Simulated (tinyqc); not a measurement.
# Trapped share and trap depth from dynamic on-resistance

Question. Traps remove the share ft of the electrons in the drain access (length Ld, sheet resistance Rsh before stress), so Ron grows by Rsh Ld ft/(1 - ft). The recovery time goes as T^(-2) exp(q Ea/(kB T)). Find ft and Ea.

Parameters, values chosen for the exercise:
```
symbol  value  unit              meaning
Ld         12    um  drain access length
```

Constants: q = 1.602176634e-19 C, kB = 1.380649e-23 J/K. Results are converted to the units shown.

Ron before and just after an off-state stress (ohm mm): 4.5971722  5.7475688
Rsh = 287.59914 ohm
recovery times at 340 and 410 K (s): 2.9  0.27500348

Solution. The rise of Ron over Rsh Ld is ft/(1 - ft); ln(t T^2) is linear in 1/T.

ft = 0.250
Ea = 0.340 eV

Computed by the program tinyqc: `OMP_NUM_THREADS=1 python tinyqc.py 2570127 2570128 out.jsonl`, one thread of a shared Intel Xeon 2.30GHz, about 0.01 s for the whole run.
